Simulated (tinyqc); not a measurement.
Mass and degeneracy from charge and saturation current.

Problem. At high drain voltage only states moving towards the drain are filled: I = gv (2 q^2/h) Vt ln(1 + exp eta) and n = (N0/2) F_(-1/2)(eta), N0 = gv sqrt(2 m kB T/pi)/hbar, F_(-1/2)(x) = (1/sqrt(pi)) int_0^infinity u^(-1/2)/(1 + exp(u - x)) du. Find eta and m.

Values chosen for this exercise:
```
symbol,value,unit,meaning
T,250,K,temperature
gv,4,,valley degeneracy
```

Constants: q = 1.602176634e-19 C, kB = 1.380649e-23 J/K, hbar = 1.054571817e-34 J s, h = 6.62607015e-34 J s, m0 = 9.1093837015e-31 kg, Vt = kB T/q. Results are converted to the units shown.

n = 7.4925705e6 cm^-1
I = 34.291314 uA

Answer. In one dimension the current holds no mass, so it gives eta directly; n then gives m.

eta = 5.130
m = 0.1240 m0

Numbers from tinyqc (`OMP_NUM_THREADS=1 python tinyqc.py 2400084 2400085 out.jsonl`; about 0.03 s on one thread of a shared Intel Xeon 2.30GHz).
